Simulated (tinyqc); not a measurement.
Frequency dispersion of an accumulation capacitance by border traps, distributed model: one step of the calculation.

Traps spread evenly through the insulator exchange electrons with the semiconductor by tunnelling, with tau(x) = t0 exp(2 ka x) at depth x from the interface. The admittance per area Y seen at depth x obeys dY/dx = -Y^2/(i w eps0 eox) + q Nb ln(1 + i w tau)/tau, with Y(0) = i w Cs and w = 2 pi f; the gate sees Y(tox) = G + i w C. Working variable y = Y/(i w), in uF/cm^2. Cox = eps0 eox/tox.

Task. Scales and lumped estimate. Cox; trap-free value 1/(1/Cox + 1/Cs); response depth d = ln(1/(w t0))/(2 ka), where w tau = 1; lumped estimate: all traps within d act as C_bt = q Nb d placed at d/2, so C = 1/{1/[1/(1/Cs + d/(2 eps0 eox)) + C_bt] + (tox - d/2)/(eps0 eox)}.

Inputs (values chosen for the exercise); permittivity close to that of silicon dioxide: relative permittivity of the insulator eox = 3.74; insulator thickness tox = 11 nm; semiconductor capacitance in accumulation Cs = 2.1 uF/cm^2; density of border traps Nb = 9.1e19 cm^-3 eV^-1; decay constant of the wave function in the insulator ka = 4.2 1/nm; time constant of a trap at the interface t0 = 7e-10 s; frequency f = 1e5 Hz.

Constants: q = 1.602176634e-19 C, eps0 = 8.8541878128e-14 F/cm where lengths are in cm. Results are converted to the units shown.

Find: Cox; trap-free C; d; C_bt; lumped C.

Result.

Cox = 0.3010 uF/cm^2
trap-free C = 0.2633 uF/cm^2
d = 0.9201 nm
C_bt = 1.342 uF/cm^2
lumped C = 0.2841 uF/cm^2

The traps within reach amount to 0.639 Cs and lie in the first 8.36 % of the insulator.

Computed by the program tinyqc: `OMP_NUM_THREADS=1 python tinyqc.py 2202161 2202162 out.jsonl`, one thread of a shared Intel Xeon 2.30GHz, about 0.7 s for the whole run.
